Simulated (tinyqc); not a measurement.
p-n heterojunction, non-linear Poisson equation by Newton steps, Fermi-Dirac statistics: one step of the calculation.

One dimension, material 1 (p-type) at x < 0 and material 2 (n-type) at x > 0. Band edges: Ec = -psi in material 1 and -psi + dEc in material 2, Ev = Ec - Eg. Flat quasi-Fermi levels: 0 for holes, +V for electrons. n = Nc F((EFn - Ec)/Vt), p = Nv F((Ev - EFp)/Vt), with F(eta) = F_1/2(eta) = (2/sqrt(pi)) int_0^infinity sqrt(u) du/(1 + exp(u - eta)) (Fermi-Dirac statistics); full ionisation, no interface charge, classical densities; the doping types are chosen for the exercise.

Task. Check against the first integral. Exact first integral: on each side D^2/(2 eps0 er) = G, G = q [Vt (nI_j - nI_b) + Vt (pI_j - pI_b) - C (psi_j - psi_b)], with C = -N1 or +N2, b the neutral end of that side, and nI, pI the densities with F_1/2 replaced by F_3/2(eta) = (4/(3 sqrt(pi))) int_0^infinity u^(3/2) du/(1 + exp(u - eta)). D is continuous, so er1 G1(psi_j) = er2 G2(psi_j) fixes psi_j. Ends from Nv1 F((-psi_L - Eg1)/Vt) = N1 and Nc2 F((V + psi_R - dEc)/Vt) = N2. D is counted positive when psi rises towards material 2.

Parameters, values chosen for the exercise; band and dielectric values those of a made-up pair:
```
symbol,value,unit,meaning
T,300,K,temperature
Eg1,4.1,eV,band gap of material 1
er1,8.44,,relative permittivity of material 1
Nc1,2.7e18,cm^-3,conduction-band density of states of material 1
Nv1,6.36e19,cm^-3,valence-band density of states of material 1
Eg2,3.42,eV,band gap of material 2
er2,11.1,,relative permittivity of material 2
Nc2,2.55e18,cm^-3,conduction-band density of states of material 2
Nv2,4.62e19,cm^-3,valence-band density of states of material 2
dEc,-0.3,eV,conduction-band offset Ec2 - Ec1
N1,5.3e15,cm^-3,acceptor density of material 1
N2,8.9e15,cm^-3,donor density of material 2
V,0,V,bias of side 1 against side 2
```

Constants: q = 1.602176634e-19 C, kB = 1.380649e-23 J/K, Vt = kB T/q, eps0 = 8.8541878128e-14 F/cm where lengths are in cm. Results are converted to the units shown.

Give: psi_j; D; psi_j - psi_L; psi_R - psi_j; Ec1 - EFn at the interface; Ec2 - EFn at the interface.

Result.

psi_j = -1.5191 V
D = 54.171 nC/cm^2
psi_j - psi_L = 2.3381 V
psi_R - psi_j = 1.0729 V
Ec1 - EFn at the interface = 1.5191 eV
Ec2 - EFn at the interface = 1.2191 eV

Material 1 takes 68.5 % of the bending.

Numbers from tinyqc (`OMP_NUM_THREADS=1 python tinyqc.py 2040024 2040025 out.jsonl`; about 0.2 s on one thread of a shared Intel Xeon 2.30GHz).
